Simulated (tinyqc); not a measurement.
Comparisons within one model: pi bands of a honeycomb layer in tight binding. A value that a table varies takes the place of the one given here.

Lattice vectors a (1,0) and a (1/2, sqrt3/2); f = exp(i ky a/sqrt3) + 2 cos(kx a/2) exp(-i ky a/(2 sqrt3)), w = |f|. H = [[D - t2 F, -t f], [., -D - t2 F]] with F = w^2 - 3, S = [[1, s0 f], [., 1]]; the levels solve det(H - E S) = 0. K = (4 pi/3a, 0), M = (pi/a, pi/(sqrt3 a)); w = 3, 1, 0 at Gamma, M, K.

Constants: hbar^2/2m0 = 3.80998211 eV angstrom^2.

Values chosen for the exercise (of the size used for graphene; shifted at random, so the results belong to these values and not to a real crystal):
```
symbol  value  unit      meaning
a       2.46   angstrom  lattice constant
t       2.76   eV        nearest hopping
t2      0      eV        second-neighbour hopping
s0      0                overlap of neighbours
D       0      eV        +D on A, -D on B
```

## How far the cone holds

Upper and lower levels at distance q from K towards Gamma (-x) and towards M (+x), measured from 3 t2; cone: sqrt(D^2 + (hbar v q)^2), hbar v = (sqrt3/2) a (t + 3 t2 s0).

Levels (eV):
```
q (1/angstrom)    cone  upper, to Gamma  lower, to Gamma  upper, to M  lower, to M
0.02            0.1176           0.1184          -0.1184       0.1168      -0.1168
0.05            0.2940           0.2990          -0.2990       0.2886      -0.2886
0.10            0.5880           0.6074          -0.6074       0.5657      -0.5657
0.15            0.8820           0.9238          -0.9238       0.8302      -0.8302
0.20            1.1760           1.2473          -1.2473       1.0811      -1.0811
0.30            1.7640           1.9100          -1.9100       1.5385      -1.5385
0.40            2.3520           2.5856          -2.5856       1.9309      -1.9309
0.60            3.5280           3.9344          -3.9344       2.4982      -2.4982
```

At q = 0.2 the upper band lies +71 meV from the cone towards Gamma and -95 meV towards M; half their difference, 83 meV, is the trigonal warping, steeper towards Gamma, and their mean, -12 meV, comes from the bending of the band. All four values stay within 5 % of the cone up to q = 0.1. Upper and lower bands are mirror images.

## Fermi level against carrier density

hbar v = 5.87997 eV angstrom

Cone with four flavours: n = kF^2/pi, EF = sqrt(D^2 + (hbar v kF)^2), density of states 2 EF/(pi (hbar v)^2), quantum capacitance e^2 times it (1 e^2/(eV angstrom^2) = 1602.177 microF/cm^2), cyclotron mass 2c EF/(hbar v)^2, c = hbar^2/2m0; 1e12/cm^2 = 1e-4/angstrom^2.

Filling:
```
n (1e12/cm^2)  kF (1/angstrom)  EF (eV)  Cq (microF/cm^2)  cyclotron mass (m0)
0.10                   0.00560   0.0330             0.972               0.0073
0.25                   0.00886   0.0521             1.537               0.0115
0.50                   0.01253   0.0737             2.174               0.0162
1.00                   0.01772   0.1042             3.075               0.0230
2.00                   0.02507   0.1474             4.348               0.0325
4.00                   0.03545   0.2084             6.149               0.0459
10.00                  0.05605   0.3296             9.723               0.0726
20.00                  0.07927   0.4661            13.750               0.1027
```

From 1 to 4e12/cm^2 EF rises by a factor 2.000, the square root of four. Capacitance and mass grow in proportion to EF counted from mid-gap, so hardly at all while a large gap term dominates it; in a parabolic band both are constant; Cq is 3.07 microF/cm^2 at 1e12/cm^2, against 3.45 for 1 nm of a dielectric with eps = 3.9.

## What each parameter does

Gap at K, difference at M, and the two levels at Gamma, from (e - E)^2 - D^2 - (t + s0 E)^2 w^2 = 0, e = -t2 (w^2 - 3). Each row changes one parameter from the base and keeps the others.

Results:
```
case                 gap at K (eV)  difference at M (eV)  lower at Gamma (eV)  upper at Gamma (eV)
base                        0.0000                5.5200              -8.2800               8.2800
t = 2.898 eV                0.0000                5.7960              -8.6940               8.6940
t2 = 0.05 eV                0.0000                5.5200              -8.5800               7.9800
s0 = 0.03                   0.0000                5.5250              -7.5963               9.0989
D = 0.1 eV                  0.2000                5.5236              -8.2806               8.2806
a = 2.5092 angstrom         0.0000                5.5200              -8.2800               8.2800
```

The largest shifts from the base row, up to three for each result and ties (the steps differ in size, so this ranks the rows, not the parameters). gap at K (eV): D +0.2000; unchanged at the printed digits by t, t2, s0 and a. difference at M (eV): t +0.2760, s0 +0.0050, D +0.0036; unchanged at the printed digits by t2 and a. lower at Gamma (eV): s0 +0.6837, t -0.4140, t2 -0.3000; unchanged at the printed digits by a. upper at Gamma (eV): s0 +0.8189, t +0.4140, t2 -0.3000; unchanged at the printed digits by a. At points fixed by symmetry a drops out; the gap at K is 2D whatever the hoppings.

(tinyqc, `OMP_NUM_THREADS=1 python tinyqc.py 1482573 1482574 out.jsonl`, Intel(R) Xeon(R) Processor @ 2.30GHz, 1 thread, shared host, about 0.01 s.)
